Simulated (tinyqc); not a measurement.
Schottky emission and Poole-Frenkel conduction in an insulator, and how to tell them apart: activation energy against field.

Schottky emission (electrode-limited): J = As T^2 exp[-(pb - b sqrt(F))/Vt], b = sqrt(q/(4 pi eps0 ei)). Poole-Frenkel emission (bulk-limited): J = s0 F exp[-(pt - 2 b sqrt(F))/Vt]. F in V/cm.

The activation energy is -d ln J/d(q/kB T) at fixed F.

Inputs (values chosen for the exercise); dielectric values close to those of silicon nitride:
- T = 325 K (temperature)
- ei = 4.38 (high-frequency relative permittivity)
- pt = 0.92 eV (trap depth)
- s0 = 0.85 S/cm (Poole-Frenkel prefactor)
- pb = 1.44 eV (electrode barrier)
- As = 31 A/(cm^2 K^2) (Richardson constant)

Constants: q = 1.602176634e-19 C, kB = 1.380649e-23 J/K, Vt = kB T/q, eps0 = 8.8541878128e-14 F/cm where lengths are in cm. Results are converted to the units shown.

Results:
```
F (MV/cm)	sqrt(F) ((V/cm)^0.5)	J, Schottky (A/cm^2)	its Ea (eV)	J, Poole-Frenkel (A/cm^2)	its Ea (eV)
0.2	447.2	2.770e-15	1.415	3.012e-7	0.7578
1.18	1086	1.735e-13	1.299	0.006973	0.5261
1.67	1292	6.585e-13	1.262	0.1421	0.4514
2.15	1466	2.031e-12	1.230	1.741	0.3883
2.64	1625	5.669e-12	1.201	16.65	0.3308
3.13	1769	1.443e-11	1.175	128.0	0.2784
3.62	1903	3.425e-11	1.151	833.4	0.2300
```

Estimate the missing row, F = 0.69 MV/cm.

Computed row:
```
F (MV/cm)	sqrt(F) ((V/cm)^0.5)	J, Schottky (A/cm^2)	its Ea (eV)	J, Poole-Frenkel (A/cm^2)	its Ea (eV)
0.69	830.7	3.316e-14	1.345	1.489e-4	0.6188
```

With this row back in the table: Both activation energies fall linearly in sqrt(F), the Poole-Frenkel one twice as fast (0.758 to 0.230 eV against 1.41 to 1.15 eV). They extrapolate to pt = 0.92 eV and to pb + 2 kB T = 1.50 eV, the 2 kB T coming from the T^2. The Schottky current is the smaller one in every row. For F = 2.15, 2.64, 3.13, 3.62 a Fowler-Nordheim estimate for tunnelling through pb with a mass of 0.4 m0 exceeds the Schottky current, so tunnelling, left out here, would compete.

Program tinyqc, `OMP_NUM_THREADS=1 python tinyqc.py 2370059 2370060 out.jsonl`; Intel Xeon 2.30GHz, shared host, one thread, about 0.01 s.
